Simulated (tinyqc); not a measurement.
Frequency dispersion of an accumulation capacitance by border traps, distributed model: one step of the calculation.

Traps spread evenly through the insulator exchange electrons with the semiconductor by tunnelling, with tau(x) = t0 exp(2 ka x) at depth x from the interface. The admittance per area Y seen at depth x obeys dY/dx = -Y^2/(i w eps0 eox) + q Nb ln(1 + i w tau)/tau, with Y(0) = i w Cs and w = 2 pi f; the gate sees Y(tox) = G + i w C. Working variable y = Y/(i w), in uF/cm^2. Cox = eps0 eox/tox.

Question. Capacitance and conductance at the gate. Beyond xe the traps are ignored, so 1/y(tox) = 1/y(xe) + (tox - xe)/(eps0 eox); C = Re y, G/w = -Im y, loss tangent G/(w C).

Values chosen for this exercise; permittivity close to that of aluminium oxide:
- eox = 8.92 (relative permittivity of the insulator)
- tox = 8 nm (insulator thickness)
- xe = 2.6 nm (depth down to which the steps are taken)

Constants: eps0 = 8.8541878128e-14 F/cm where lengths are in cm. Results are converted to the units shown.

y at xe = 2.3188412-0.0283628i uF/cm^2

Give: y at the gate; C; G/w; loss tangent.

Answer.

y at the gate = 0.89691-0.00424i uF/cm^2
C = 0.89691 uF/cm^2
G/w = 0.0042428 uF/cm^2
loss tangent = 0.0047305

Numbers from tinyqc (`OMP_NUM_THREADS=1 python tinyqc.py 2202084 2202085 out.jsonl`; about 0.6 s on one thread of a shared Intel Xeon 2.30GHz).
